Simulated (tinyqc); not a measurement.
# Voltage drop against the pad pitch

A grid of 13 by 13 nodes with segments Rx (rows) and Ry (columns); every node draws I1 and the central node kh I1; pads with resistance Rp sit at the nodes whose row and column are multiples of the pitch, counting from 0. The drops u = Vdd - V follow from G u = i, with G the conductance matrix and i the load currents, solved directly.

Inputs (values chosen for the exercise): supply voltage Vdd = 0.9 V; resistance of a horizontal segment Rx = 0.18 ohm; resistance of a vertical segment Ry = 0.32 ohm; resistance from a pad node to the supply Rp = 0.063 ohm; factor on the load at the hot node kh = 8; load current of a node in the large grid I1 = 0.2 mA.

Voltage drop against the pad pitch:

| pitch (nodes) | pads | worst drop (mV) | mean drop (mV) | largest drop at a pad (mV) | largest pad current (mA) | worst drop over Vdd (%) |
|---|---|---|---|---|---|---|
| 1 | 169 | 0.05840 | 0.01312 | 0.05840 | 0.9270 | 0.006489 |
| 2 | 49 | 0.1126 | 0.07419 | 0.1036 | 1.645 | 0.01251 |
| 3 | 25 | 0.2441 | 0.1786 | 0.1652 | 2.623 | 0.02712 |
| 4 | 16 | 0.5829 | 0.3339 | 0.1887 | 2.995 | 0.06476 |
| 6 | 9 | 0.8685 | 0.7255 | 0.4162 | 6.606 | 0.09650 |
| 12 | 4 | 3.403 | 2.739 | 0.5544 | 8.800 | 0.3782 |

What does the comparison show?

The worst drop goes from 0.0584 to 3.40 mV while the number of pads falls from 169 to 4; between the last two rows it goes as pitch^(1.97). The largest drop at a pad is 100 % of the worst drop in the first row and 16.3 % in the last; the rest falls along the wires.

Computed by the program tinyqc: `OMP_NUM_THREADS=1 python tinyqc.py 2770152 2770153 out.jsonl`, one thread of a shared Intel Xeon 2.30GHz, about 0.07 s for the whole run.
